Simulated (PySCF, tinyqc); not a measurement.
Inside a calculation. Method: CID on RHF in the sto-3g basis, frozen core, for BeH+, spin multiplicity 1. The lowest restricted solution is unstable here: a spin-polarised one lies 0.0001 hartree lower (PySCF). Computed by tinyqc, a small Python program that keeps every step (integrals from PySCF). Settings: charge = 1, multiplicity = 1, basis = sto-3g, method = RHF, frozen orbitals = 1, energy threshold = 1e-10, iteration cap = 62, orthogonalisation = symmetric, start = core, DIIS depth = 6, ci = CID. Command: `OMP_NUM_THREADS=1 python tinyqc.py 26409 26410 out.jsonl` (the two numbers bound the seeds that draw the settings). One thread of a shared host (Intel(R) Xeon(R) Processor @ 2.60GHz), about 0.1 s of CPU time with the checks. Later iterations appear only in the table of the cycle.

## One-electron integrals

Geometry (angstrom):

| atom | x | y | z |
|---|---|---|---|
| Be | 0.000000 | 0.000000 | 0.000000 |
| H | 0.000000 | 0.000000 | 1.674000 |

Basis sto-3g: exponents (1/bohr^2) and contraction coefficients of normalised primitives:

| element | l (shell) | exponent | coefficient |
|---|---|---|---|
| Be | s (1) | 30.167871 | 0.154329 |
| Be | s (1) | 5.495115 | 0.535328 |
| Be | s (1) | 1.487193 | 0.444635 |
| Be | s (2) | 1.314833 | -0.099967 |
| Be | s (2) | 0.305539 | 0.399513 |
| Be | s (2) | 0.099371 | 0.700115 |
| Be | p (3) | 1.314833 | 0.155916 |
| Be | p (3) | 0.305539 | 0.607684 |
| Be | p (3) | 0.099371 | 0.391957 |
| H | s (1) | 3.425251 | 0.154329 |
| H | s (1) | 0.623914 | 0.535328 |
| H | s (1) | 0.168855 | 0.444635 |

Overlap, kinetic and nuclear-attraction integrals over the contracted functions; the nuclear repulsion is the sum of Za Zb / Rab.

nuclear repulsion = 1.26446167 hartree

overlap S, lower triangle:
```
           1Be 1s    1Be 2s   1Be 2px   1Be 2py   1Be 2pz     2H 1s
1Be 1s   1.000000
1Be 2s   0.259517  1.000000
1Be 2px  0.000000  0.000000  1.000000
1Be 2py  0.000000  0.000000  0.000000  1.000000
1Be 2pz  0.000000  0.000000  0.000000  0.000000  1.000000
2H 1s    0.033384  0.333493  0.000000  0.000000  0.418899  1.000000
```

kinetic energy T (hartree), lower triangle:
```
            1Be 1s    1Be 2s   1Be 2px   1Be 2py   1Be 2pz     2H 1s
1Be 1s    6.693975
1Be 2s   -0.033012  0.211111
1Be 2px   0.000000  0.000000  0.660592
1Be 2py   0.000000  0.000000  0.000000  0.660592
1Be 2pz   0.000000  0.000000  0.000000  0.000000  0.660592
2H 1s    -0.009541  0.027957  0.000000  0.000000  0.098992  0.760032
```

nuclear attraction V (hartree), lower triangle:
```
             1Be 1s     1Be 2s    1Be 2px    1Be 2py    1Be 2pz      2H 1s
1Be 1s   -14.877208
1Be 2s    -1.981283  -2.621591
1Be 2px    0.000000   0.000000  -2.576035
1Be 2py    0.000000   0.000000   0.000000  -2.576035
1Be 2pz   -0.011534  -0.111272   0.000000   0.000000  -2.656888
2H 1s     -0.254343  -0.809186   0.000000   0.000000  -0.994625  -2.488713
```

core Hamiltonian H = T + V (hartree), lower triangle:
```
            1Be 1s     1Be 2s    1Be 2px    1Be 2py    1Be 2pz      2H 1s
1Be 1s   -8.183233
1Be 2s   -2.014295  -2.410481
1Be 2px   0.000000   0.000000  -1.915443
1Be 2py   0.000000   0.000000   0.000000  -1.915443
1Be 2pz  -0.011534  -0.111272   0.000000   0.000000  -1.996296
2H 1s    -0.263884  -0.781228   0.000000   0.000000  -0.895633  -1.728681
```

## Two-electron integrals

Functions are numbered as in S; the eight-fold symmetry (ij|kl) = (ji|kl) = (kl|ij) leaves the list below.

Two-electron integrals (ij|kl) in chemists' order, unique and non-zero (hartree):
```
(11|11) 2.298831   (21|11) 0.392036   (21|21) 0.079539   (22|11) 0.570988
(22|21) 0.143041   (22|22) 0.417683   (31|31) 0.014607   (32|31) 0.021888
(32|32) 0.092265   (33|11) 0.569578   (33|21) 0.143083   (33|22) 0.417589
(33|33) 0.449859   (41|41) 0.014607   (42|41) 0.021888   (42|42) 0.092265
(43|43) 0.024249   (44|11) 0.569578   (44|21) 0.143083   (44|22) 0.417589
(44|33) 0.401360   (44|44) 0.449859   (51|51) 0.014607   (52|51) 0.021888
(52|52) 0.092265   (53|53) 0.024249   (54|54) 0.024249   (55|11) 0.569578
(55|21) 0.143083   (55|22) 0.417589   (55|33) 0.401360   (55|44) 0.401360
(55|55) 0.449859   (61|11) 0.049770   (61|21) 0.010091   (61|22) 0.018311
(61|33) 0.018191   (61|44) 0.018191   (61|51) 0.000890   (61|52) 0.001686
(61|55) 0.018562   (61|61) 0.001342   (62|11) 0.144020   (62|21) 0.036732
(62|22) 0.120075   (62|33) 0.115257   (62|44) 0.115257   (62|51) 0.004748
(62|52) 0.031349   (62|55) 0.129595   (62|61) 0.005156   (62|62) 0.055722
(63|31) 0.003045   (63|32) 0.015001   (63|53) 0.005158   (63|63) 0.004516
(64|41) 0.003045   (64|42) 0.015001   (64|54) 0.005158   (64|64) 0.004516
(65|11) 0.163804   (65|21) 0.042223   (65|22) 0.144320   (65|33) 0.135864
(65|44) 0.135864   (65|51) 0.007572   (65|52) 0.048290   (65|55) 0.161083
(65|61) 0.006136   (65|62) 0.075434   (65|65) 0.104454   (66|11) 0.315394
(66|21) 0.081745   (66|22) 0.300719   (66|33) 0.279816   (66|44) 0.279816
(66|51) 0.011224   (66|52) 0.099086   (66|55) 0.342197   (66|61) 0.011638
(66|62) 0.184455   (66|65) 0.262917   (66|66) 0.774606
```

## Orthogonalisation

S = U s U^T; symmetric (Loewdin) form X = U s^(-1/2) U^T, so that X^T S X = 1.

eigenvalues of S: 0.446733  0.796488  1.000000  1.000000  1.182895  1.573884

X, lower triangle:
```
            1Be 1s     1Be 2s   1Be 2px   1Be 2py    1Be 2pz     2H 1s
1Be 1s    1.027568
1Be 2s   -0.142577   1.083177
1Be 2px   0.000000   0.000000  1.000000
1Be 2py   0.000000   0.000000  0.000000  1.000000
1Be 2pz  -0.008551   0.068993  0.000000  0.000000   1.084104
2H 1s     0.022124  -0.211273  0.000000  0.000000  -0.258725  1.138350
```

## Starting guess

The start is the orbitals of the core Hamiltonian; D = 2 C_occ C_occ^T.

D at the start, lower triangle:
```
            1Be 1s    1Be 2s   1Be 2px   1Be 2py   1Be 2pz     2H 1s
1Be 1s    2.096911
1Be 2s   -0.355433  1.283899
1Be 2px   0.000000  0.000000  0.000000
1Be 2py   0.000000  0.000000  0.000000  0.000000
1Be 2pz  -0.236446  0.962973  0.000000  0.000000  0.722720
2H 1s    -0.004634  0.060367  0.000000  0.000000  0.045459  0.002911
```

## Iteration 1: building the Fock matrix

J_ij = sum D_kl (ij|kl), K_ij = sum D_kl (ik|jl); F = H + J - 0.5 K; E = tr D H + tr D J / 2 - 0.25 tr D K + E_nn.

Coulomb J (hartree), lower triangle:
```
           1Be 1s    1Be 2s   1Be 2px   1Be 2py   1Be 2pz     2H 1s
1Be 1s   5.719233
1Be 2s   1.061001  1.962016
1Be 2px  0.000000  0.000000  1.945770
1Be 2py  0.000000  0.000000  0.000000  1.945770
1Be 2pz  0.036534  0.175795  0.000000  0.000000  1.985023
2H 1s    0.138143  0.595916  0.000000  0.000000  0.723915  1.470497
```

exchange K (hartree), lower triangle:
```
           1Be 1s    1Be 2s   1Be 2px   1Be 2py   1Be 2pz     2H 1s
1Be 1s   4.655276
1Be 2s   0.793232  0.685216
1Be 2px  0.000000  0.000000  0.153319
1Be 2py  0.000000  0.000000  0.000000  0.153319
1Be 2pz  0.023827  0.470662  0.000000  0.000000  0.479360
2H 1s    0.113111  0.379028  0.000000  0.000000  0.352892  0.336883
```

Fock matrix F (hartree), lower triangle:
```
            1Be 1s     1Be 2s    1Be 2px    1Be 2py    1Be 2pz      2H 1s
1Be 1s   -4.791638
1Be 2s   -1.349910  -0.791073
1Be 2px   0.000000   0.000000  -0.046332
1Be 2py   0.000000   0.000000   0.000000  -0.046332
1Be 2pz   0.013087  -0.170809   0.000000   0.000000  -0.250953
2H 1s    -0.182297  -0.374826   0.000000   0.000000  -0.348164  -0.426626
```

total energy of this density = -14.41006794 hartree

## Iteration 1: diagonalisation and new density

Diagonalise F' = X^T F X, C = X C', fill 2 alpha and 2 beta electrons from the bottom; D = 2 C_occ C_occ^T. Each column has its largest component positive (the first on a tie).

F' = X^T F X (hartree), lower triangle:
```
           1          2          3          4          5          6
1  -4.686674
2  -0.680692  -0.483901
3   0.000000   0.000000  -0.046332
4   0.000000   0.000000   0.000000  -0.046332
5   0.023367  -0.095277   0.000000   0.000000  -0.143931
6  -0.002189  -0.213759   0.000000   0.000000  -0.253590  -0.237303
```

orbital energies (hartree): MO1 -4.794457, MO2 -0.641907, MO3 -0.192853, MO4 -0.046332, MO5 -0.046332, MO6 0.077407

coefficients C:
```
               MO1        MO2        MO3        MO4       MO5        MO6
1Be 1s    0.992798  -0.190822  -0.224842   0.000000  0.000000   0.064588
1Be 2s    0.026776   0.612192   0.853323   0.000000  0.000000  -0.373284
1Be 2px   0.000000   0.000000   0.000000   0.938444  0.345433   0.000000
1Be 2py   0.000000   0.000000   0.000000  -0.345433  0.938444   0.000000
1Be 2pz  -0.001112   0.364874  -0.440562   0.000000  0.000000  -0.959075
2H 1s    -0.002027   0.448897  -0.460399   0.000000  0.000000   0.997208
```

D after iteration 1, lower triangle:
```
            1Be 1s    1Be 2s   1Be 2px   1Be 2py   1Be 2pz     2H 1s
1Be 1s    2.044123
1Be 2s   -0.180472  0.750991
1Be 2px   0.000000  0.000000  0.000000
1Be 2py   0.000000  0.000000  0.000000  0.000000
1Be 2pz  -0.141460  0.446686  0.000000  0.000000  0.266269
2H 1s    -0.175344  0.549514  0.000000  0.000000  0.327587  0.403026
```

Within a degenerate level the vectors are fixed only up to a rotation; this is one choice.

## Iteration 8 (converged): orbitals

converged F (hartree), lower triangle:
```
            1Be 1s     1Be 2s    1Be 2px    1Be 2py    1Be 2pz      2H 1s
1Be 1s   -4.998643
1Be 2s   -1.404391  -0.853328
1Be 2px   0.000000   0.000000  -0.129926
1Be 2py   0.000000   0.000000   0.000000  -0.129926
1Be 2pz   0.017046  -0.110173   0.000000   0.000000  -0.258905
2H 1s    -0.183476  -0.422380   0.000000   0.000000  -0.361508  -0.444096
```

As before.

F' = X^T F X (hartree), lower triangle:
```
           1          2          3          4          5          6
1  -4.890232
2  -0.705639  -0.514072
3   0.000000   0.000000  -0.129926
4   0.000000   0.000000   0.000000  -0.129926
5   0.015183  -0.012544   0.000000   0.000000  -0.136519
6   0.010832  -0.277526   0.000000   0.000000  -0.283993  -0.225587
```

orbital energies (hartree): MO1 -5.001446, MO2 -0.673548, MO3 -0.255550, MO4 -0.129926, MO5 -0.129926, MO6 0.164134

coefficients C:
```
               MO1        MO2        MO3        MO4       MO5        MO6
1Be 1s    0.992968  -0.195660  -0.200149   0.000000  0.000000   0.111621
1Be 2s    0.026285   0.626985   0.744609   0.000000  0.000000  -0.542910
1Be 2px   0.000000   0.000000   0.000000   0.927351  0.374193   0.000000
1Be 2py   0.000000   0.000000   0.000000  -0.374193  0.927351   0.000000
1Be 2pz  -0.001913   0.269635  -0.606101   0.000000  0.000000  -0.898326
2H 1s    -0.002860   0.496353  -0.327808   0.000000  0.000000   1.026680
```

D after iteration 8, lower triangle:
```
            1Be 1s    1Be 2s   1Be 2px   1Be 2py   1Be 2pz     2H 1s
1Be 1s    2.048537
1Be 2s   -0.193152  0.787602
1Be 2px   0.000000  0.000000  0.000000
1Be 2py   0.000000  0.000000  0.000000  0.000000
1Be 2pz  -0.109312  0.338013  0.000000  0.000000  0.145413
2H 1s    -0.199912  0.622261  0.000000  0.000000  0.267678  0.492748
```

Within a degenerate level the vectors are fixed only up to a rotation; this is one choice.

## Convergence

Stop when the energy changes by less than 1e-10 hartree and every element of the error matrix X^T (F D S - S D F) X is below 3e-06.

Course of the cycle:

| iteration | E (hartree) | change | largest element of the error matrix |
|---|---|---|---|
| 1 | -14.41006794 | - | 3.08e-01 |
| 2 | -14.62678411 | -2.17e-01 | 6.11e-02 |
| 3 | -14.63233290 | -5.55e-03 | 1.27e-02 |
| 4 | -14.63297732 | -6.44e-04 | 4.59e-03 |
| 5 | -14.63305730 | -8.00e-05 | 1.38e-04 |
| 6 | -14.63305737 | -6.96e-08 | 3.64e-05 |
| 7 | -14.63305738 | -5.55e-09 | 2.36e-07 |
| 8 | -14.63305738 | -1.92e-13 | 2.45e-08 |

PySCF RHF in the same basis = -14.63305738 hartree

Converged in 8 iterations.

## Populations, bond orders and dipole

Mulliken: Z minus the diagonal of D S on the atom; Loewdin: the same with S^(1/2) D S^(1/2); Mayer order: 2 sum_s sum (D(s) S)_ij (D(s) S)_ji over the two atoms.

Charges (e):

| atom | Mulliken | Loewdin |
|---|---|---|
| 1Be | 0.805724 | 0.828426 |
| 2H | 0.194276 | 0.171574 |

Mayer bond orders:

| pair | order |
|---|---|
| 2-1 | 0.962257 |

dipole moment about the origin, x y z (debye): 0.000000  0.000000  -1.697151

## Integrals over molecular orbitals

(pq|rs) = sum C_ip C_jq C_kr C_ls (ij|kl), one index at a time.

one-electron integrals over orbitals h = C^T H C (hartree), lower triangle:
```
           1          2          3          4          5          6
1  -8.173721
2   0.168734  -2.048804
3   0.197406  -0.043136  -1.894524
4   0.000000   0.000000   0.000000  -1.915443
5   0.000000   0.000000   0.000000   0.000000  -1.915443
6  -0.069941   0.220938  -0.076445   0.000000   0.000000  -1.645188
```

Two-electron integrals over orbitals (pq|rs), unique and non-zero (hartree); the lowest 1 orbital is frozen and left out:
```
(22|22) 0.478595    (32|22) -0.067360   (32|32) 0.052381    (33|22) 0.323157
(33|32) 0.033650    (33|33) 0.441720    (42|42) 0.044461    (43|42) 0.033359
(43|43) 0.049736    (44|22) 0.353545    (44|32) 0.032725    (44|33) 0.389319
(44|44) 0.449859    (52|52) 0.044461    (53|52) 0.033359    (53|53) 0.049736
(54|54) 0.024249    (55|22) 0.353545    (55|32) 0.032725    (55|33) 0.389319
(55|44) 0.401360    (55|55) 0.449859    (62|22) 0.031372    (62|32) -0.052651
(62|33) -0.017797   (62|44) -0.066479   (62|55) -0.066479   (62|62) 0.120326
(63|22) -0.056574   (63|32) 0.047363    (63|33) 0.054720    (63|44) 0.029945
(63|55) 0.029945    (63|62) -0.056958   (63|63) 0.063908    (64|42) -0.027142
(64|43) -0.010034   (64|64) 0.023513    (65|52) -0.027142   (65|53) -0.010034
(65|65) 0.023513    (66|22) 0.483341    (66|32) -0.070427   (66|33) 0.350366
(66|44) 0.356749    (66|55) 0.356749    (66|62) 0.060811    (66|63) -0.060289
(66|66) 0.522642
```

## CID: determinants and Hamiltonian

one-electron integrals dressed by the frozen orbital, h + 2 (pq|11) - (p1|1q) (hartree), lower triangle:
```
           2          3          4          5          6
2  -1.152143
3   0.067360  -0.849483
4   0.000000   0.000000  -0.792556
5   0.000000   0.000000   0.000000  -0.792556
6  -0.031372   0.060497   0.000000   0.000000  -0.682223
```

energy of the frozen orbital, 2 h_11 + (11|11) = -14.07182751 hartree

Hartree-Fock energy = -14.63305738 hartree

Slater-Condon rules over spin orbitals, with the nuclear repulsion and the energy of the frozen orbital added and E(HF) subtracted on the diagonal. Only determinants linked to the reference directly or through others are kept (one block of an abelian symmetry group), so some states are absent.

Occupation strings over the orbitals (2 doubly, a alpha, b beta, 0 empty; spin orbitals ordered 1a 1b 2a 2b ...): 220000 202000 20a00b 200200 200020 20b00a 200002

H - E(HF) between determinants (hartree), lower triangle:
```
           220000     202000     20a00b    200200    200020     20b00a    200002
220000   0.000000
202000   0.052381   0.568446
20a00b  -0.052651   0.115217   0.644351
200200   0.044461   0.049736  -0.010034  0.690439
200020   0.044461   0.049736  -0.010034  0.024249  0.690439
20b00a   0.052651  -0.115217  -0.063908  0.010034  0.010034   0.644351
200002   0.120326   0.063908   0.000208  0.023513  0.023513  -0.000208  0.983888
```

## CID: roots

Diagonalise (each vector has its largest component positive (the first on a tie)); all determinants have Ms = 0, so triplets appear too. The lowest singlet root is the correlation energy.

lowest roots of this matrix, relative to E(HF) (hartree): -0.031706  0.445878  0.580444  0.666190  0.727819  0.813716  1.019573

lowest vectors:
```
           root 1     root 2    root 3     root 4
220000   0.979965   0.112568  0.000000   0.000000
202000  -0.098601   0.814321  0.000000   0.000000
20a00b   0.083860  -0.349152  0.707107   0.000000
200200  -0.046154  -0.186136  0.000000   0.707107
200020  -0.046154  -0.186136  0.000000  -0.707107
20b00a  -0.083860   0.349152  0.707107   0.000000
200002  -0.107798  -0.105365  0.000000   0.000000
```

<S^2> of these roots: 0.000000  0.000000  2.000000  0.000000  0.000000  0.000000  0.000000

weight of the ground state by excitation level 0, 1, 2, ...: 0.960332  0.000000  0.039668
